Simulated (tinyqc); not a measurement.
Strain-driven crossing of the Gamma and L valleys in a germanium-like crystal alloyed with tin: sweeps and comparisons. A value that a table varies takes the place of the one given here.

Biaxial loads: e0 is the in-plane strain e_par and the normal is free. (001): e_perp = -2 (C12/C11) e_par; exx = eyy = e_par, ezz = e_perp, no shear. (111): e_perp = -(2 C11 + 4 C12 - 4 C44)/(C11 + 2 C12 + 4 C44) e_par; exx = eyy = ezz = (2 e_par + e_perp)/3 and exy = eyz = ezx = (e_perp - e_par)/3. (110): e_perp = -(C11 + 3 C12 - 2 C44)/(C11 + C12 + 2 C44) e_par; exx = eyy = (e_par + e_perp)/2, ezz = e_par, exy = (e_perp - e_par)/2, eyz = ezx = 0. Uniaxial loads: a stress along n, scaled so that n.e.n = e0, with exx = s11 sxx + s12 (syy + szz), exy = s44 sxy/2, s11 = (C11 + C12)/((C11 - C12)(C11 + 2 C12)), s12 = -C12/((C11 - C12)(C11 + 2 C12)), s44 = 1/C44.

Edges from the unstrained valence top: Gamma at Eg + ac tr(e); an L valley with unit axis u at EgL + aL tr(e) + XuL (u.e.u - tr(e)/3), u along [111], [1-1-1], [-11-1], [-1-11]; valence edges are the levels of the 6 x 6 matrix of X, Y, Z times spin with -Dso/3 + l exx + m (eyy + ezz) on the diagonal (cyclic), n exy off it, l = av + 2 b, m = av - b, n = sqrt(3) d. Spin-orbit term (Dso/3) L.sigma on X, Y, Z with (L_k)_ij = -i epsilon_kij: <X+|H|Y+> = -i Dso/3, <X+|H|Z-> = Dso/3, <Y+|H|Z-> = -i Dso/3, <Z+|H|X-> = -Dso/3, <Z+|H|Y-> = i Dso/3, <X-|H|Y-> = i Dso/3, and their conjugates; + and - are the spin along z.

With tin the unstrained gaps become E(y) = (1 - y) E + y EgS - CS y (1 - y); all other values are kept.
Constants: kB = 8.617333262e-05 eV/K.

Parameters, chosen for this exercise (near those of Ge, gaps at low temperature; shifted at random, so the results belong to these values and not to a real crystal): Eg = 0.902 eV (gap at Gamma to the s-like level); EgL = 0.741 eV (gap to L); Dso = 0.286 eV (spin-orbit splitting); ac = -8.35 eV (conduction deformation potential); av = 1.26 eV (valence hydrostatic potential); b = -2.55 eV (tetragonal shear potential); d = -5.21 eV (trigonal shear potential); aL = -1.47 eV (hydrostatic potential of the L edge, Xd + Xu/3); XuL = 16.93 eV (uniaxial potential, L); y = 0.048 (tin fraction); EgS = (-0.384, 0.078) eV (Gamma and L gaps of the tin end); CS = (2.65, 0.96) eV (bowing of the Gamma and L gaps); C11 = 129 GPa; C12 = 48.1 GPa; C44 = 66.6 GPa; load = uniaxial [100] (kind of strain); mG = 0.043 m0 (mass at Gamma); mL = 0.536 m0 (density-of-states mass of the four L valleys together); T = 300 K (temperature); e0 = 0.0295 (size of the strain).

## Which strain makes the gap direct

For tension the difference Gamma minus lowest L is linear in e0; slope per 1 % and the e0 at which it vanishes (a dash: no crossing below 15 %), with the gap there.

Results:
```
load            slope (meV per 1 %)  crossing e0 (%)  gap at the crossing (eV)
biaxial (001)                 -86.3             0.62                     0.611
biaxial (110)                 -24.6             2.19                     0.261
biaxial (111)                  43.3                -                         -
uniaxial [100]                -31.4             1.71                     0.588
uniaxial [111]                 -3.6                -                         -
uniaxial [110]                 16.2                -                         -
```

The smallest strain is needed for biaxial (001) (0.62 %), then uniaxial [100] (1.71 %). No crossing below 15 % is found for biaxial (111), uniaxial [111] and uniaxial [110]: shear splits the L valleys and pulls the lowest down nearly as fast as, or faster than, Gamma. Loads without off-diagonal strain, (001) and [100], gain (ac - aL) tr(e) = -69 meV per 1 % of volume. For uniaxial [111] the slope is a near cancellation, so terms beyond this linear model decide.

## Sweep of a uniaxial [100] strain

The valence splitting is the distance of the top two edges. Share in Gamma = mG^(3/2)/(mG^(3/2) + (mL^(3/2)/4) sum_i exp(-(E_Li - E_Gamma)/kT)).

Results:
```
e0 (%)  direct gap (eV)  indirect gap (eV)  Gamma - L (meV)  valence splitting (meV)  share in Gamma (%)
-1.68             0.722              0.615              107                      126              0.0367
-0.64             0.724              0.650               74                       44               0.130
0.40              0.689              0.647               41                       25               0.458
1.44              0.609              0.601                9                       76                1.60
2.48              0.530              0.554              -24                      110                5.45
3.52              0.451              0.507              -57                      131                17.0
4.56              0.371              0.461              -89                      145                42.0
5.60              0.292              0.414             -122                      153                71.9
```

Gamma drops below the lowest L valley between e0 = 1.44 and 2.48 %. The direct gap goes from 0.722 to 0.292 eV; of that change -0.110 eV comes from the rise of the valence top through the shear terms and the rest from the volume. The share in Gamma goes from 0.0367 to 71.9 %. Beyond about 3 % terms of second order in the strain, left out here, matter.

## What each parameter does

Direct gap, Gamma minus the lowest L edge and the valence splitting. Each row changes one parameter from the base and keeps the others.

Results:
```
case              direct gap (eV)  Gamma - L (meV)  valence splitting (meV)
base                       0.4940            -38.8                    121.1
y = 0.0552                 0.4676            -54.2                    121.1
Dso = 0.3289 eV            0.4940            -38.8                    129.3
XuL = 19.4695 eV           0.4940            -38.8                    121.1
e0 = 0.03392               0.4603            -52.7                    129.3
C12 = 40.885 GPa           0.4788            -51.4                    119.6
C44 = 56.61 GPa            0.4940            -38.8                    121.1
ac = -7.0975 eV            0.5109            -22.0                    121.1
```

The largest shifts from the base row, up to three for each result and ties (the steps differ in size, so this ranks the rows, not the parameters). direct gap (eV): e0 -0.0337, y -0.0264, ac +0.0169; unchanged at the printed digits by Dso, XuL and C44. Gamma - L (meV): ac +16.9, y -15.4, e0 -13.9; unchanged at the printed digits by Dso, XuL and C44. valence splitting (meV): Dso +8.2, e0 +8.2, C12 -1.5; unchanged at the printed digits by y, XuL, C44 and ac.

Computed by tinyqc, a small Python program: `OMP_NUM_THREADS=1 python tinyqc.py 1081411 1081412 out.jsonl` (the numbers bound the seed that draws the inputs); one thread of a shared host (Intel(R) Xeon(R) Processor @ 2.30GHz), about 0.01 s for the whole set of steps.
